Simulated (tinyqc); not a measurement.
Worked calculation: Hubbard chain of 2 sites. One step of it, computed by the program tinyqc.

Problem. Mean-field iteration 2. H(up) = T + U n(down), H(down) = T + U n(up); fill the lowest levels; n(new) = n + mixing (n(out) - n); E = tr T (rho up + rho down) + U sum n_up n_down of the output.

one-body matrix (hopping and site energies) (eV):
```
           1          2
1  -0.270000  -1.440000
2  -1.440000  -0.720000
```

U = 10.800000 eV

electrons, up and down: 1  1

mixing = 1

n(up) after iteration 1: 1 0.606848, 2 0.393152

n(down) after iteration 1: 1 0.265422, 2 0.734578

Give: levels, up; levels, down; energy; n(up) after iteration 2; n(down) after iteration 2.

Solution.

levels, up (eV): 2.184  7.626

levels, down (eV): 2.911  6.899

energy = -0.526 eV

n(up) after iteration 2: 1 0.924, 2 0.076

n(down) after iteration 2: 1 0.154, 2 0.846
